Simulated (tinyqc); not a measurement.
Solubility, supersaturation, precipitation and gettering of an impurity in a silicon-like host: one step, computed by the program tinyqc.

The wafer was saturated at T1 and is then held at T.

Question. Ham's law for sinks of fixed radius. tau0 = 1/(4 pi n r0 D); C_fixed(t) = C_eq + (C0 - C_eq) exp(-t/tau0). If all excess precipitates, the final radius is r_f = [r0^3 + 3 (C0 - C_eq)/(4 pi n C_p)]^(1/3), with tau_f = 1/(4 pi n r_f D).

Inputs (values chosen for the exercise, modelled on gold in silicon):

| quantity | value | unit |
|---|---|---|
| temperature of saturation T1 | 1300 | K |
| anneal temperature T | 924 | K |
| sink density n | 1.2e+08 | 1/cm^3 |
| initial sink radius r0 | 4.5 | nm |
| impurity density in the precipitate C_p | 3.1e+22 | 1/cm^3 |
| anneal time t | 310000 | s |

D(T) = 1.210938e-10 cm^2/s

C_eq(T) = 1.274621e+13 1/cm^3

C0 = 1.519181e+16 1/cm^3

Give: tau0; C_fixed(t); final radius r_f; tau_f.

Answer.

tau0 = 1.217e+07 s

C_fixed(t) = 1.481e+16 1/cm^3

final radius r_f = 99.13 nm

tau_f = 5.524e+05 s

The sinks grow 22.0 times, so the fixed radius underrates the later rate.
